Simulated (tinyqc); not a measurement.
# Interface traps from C-V curves, high-low and Terman methods, step by step

Computed by the program tinyqc: `OMP_NUM_THREADS=1 python tinyqc.py 2030107 2030108 out.jsonl`, one thread of a shared Intel Xeon 2.30GHz, about 0.01 s for the whole run. Printed values are rounded.

MOS capacitor on an n-type substrate; psi is the band bending, negative in depletion; only majority carriers are counted. At the bending psi the Fermi level lies y = xi - psi below the conduction edge at the surface, xi = Vt ln(Nc/Nd). Dit(y) = D0 + D1 exp(-y/E1); traps fill up to the Fermi level, follow the bias and a slow signal, and do not follow a fast one. V is the gate voltage from flat band.

Values chosen for this exercise; band and dielectric values close to those of silicon:
- T = 300 K (temperature)
- eps_r = 11.7 (relative permittivity)
- Nc = 2.75e19 cm^-3 (conduction-band density of states at T)
- Nd = 2e17 cm^-3 (donor density)
- EOT = 4.5 nm (equivalent oxide thickness)
- D0 = 2.3e11 cm^-2 eV^-1 (trap density far from the band edge)
- D1 = 4e12 cm^-2 eV^-1 (band-tail density at the conduction edge)
- E1 = 0.07 eV (decay energy of the tail)
- n = 9 (points)
- pa = -0.68 V (deepest band bending)
- pb = -0.039 V (shallowest band bending)

Constants: q = 1.602176634e-19 C, kB = 1.380649e-23 J/K, Vt = kB T/q, eps0 = 8.8541878128e-14 F/cm where lengths are in cm. Results are converted to the units shown.

Range of the model: Traps more than about 25 kB T below the conduction edge emit electrons too slowly to follow an ordinary sweep, so the deepest points are idealised.

## The curves

Cox = 3.9 eps0/EOT, LD = sqrt(eps0 eps_r Vt/(q Nd)), u = psi/Vt, Cd = (eps0 eps_r/(sqrt(2) LD)) |exp(u) - 1|/sqrt(exp(u) - u - 1). Ideal V0 = psi - sqrt(2) (eps0 eps_r Vt/LD) sqrt(exp(u) - u - 1)/Cox for psi < 0; the traps add dV = (q/Cox) times the integral of Dit from 0 to psi = (q/Cox) [D0 psi + D1 E1 exp(-xi/E1) (exp(psi/E1) - 1)]. 1/C_HF = 1/Cox + 1/Cd, 1/C_LF = 1/Cox + 1/(Cd + q Dit). Take n equally spaced psi from pa to pb.

```
point    psi (V)    y (eV)  Dit (cm^-2 eV^-1)     V0 (V)      V (V)  C_HF (nF/cm^2)  C_LF (nF/cm^2)
0      -0.680000  0.807286         2.30039e11  -0.951575  -0.993717         131.907         156.215
1      -0.599875  0.727161         2.30123e11  -0.854275  -0.892567         139.197         162.969
2      -0.519750  0.647036         2.30387e11  -0.755727  -0.790169         147.969         171.119
3      -0.439625  0.566911         2.31216e11  -0.655615  -0.686196         158.828         181.266
4      -0.359500  0.486786         2.33819e11  -0.553453  -0.580148         172.810         194.479
5      -0.279375  0.406661         2.41996e11  -0.448443  -0.471171         191.882         212.892
6      -0.199250  0.326536         2.67685e11  -0.339076  -0.357581         220.413         241.367
7      -0.119125  0.246411         3.48380e11  -0.221815  -0.235293         270.202         292.577
8      -0.039000  0.166286         6.01869e11  -0.085122  -0.091047         374.223         398.003
```

Cox = 767.363 nF/cm^2

At the deepest bending the traps stretch the gate voltage from -0.952 to -0.994 V.

## High-low extraction

q Dit = (1/C_LF - 1/Cox)^(-1) - (1/C_HF - 1/Cox)^(-1) at each point.

Dit by high-low, point 0 to 8 (cm^-2 eV^-1): [2.30039e11, 2.30123e11, 2.30387e11, 2.31216e11, 2.33819e11, 2.41996e11, 2.67685e11, 3.48380e11, 6.01869e11]

With a true high-frequency curve this returns Dit exactly.

## Terman extraction

psi at each point follows from C_HF and the ideal curve. Dit = (Cox/q) d(V - V0)/dpsi by central differences over the two neighbours.

Dit by Terman, point 1 to 7 (cm^-2 eV^-1): [2.30152e11, 2.30477e11, 2.31499e11, 2.34709e11, 2.44793e11, 2.76470e11, 3.75978e11]

The differences overstate the curved tail; the largest error is 7.9 %, at point 7.
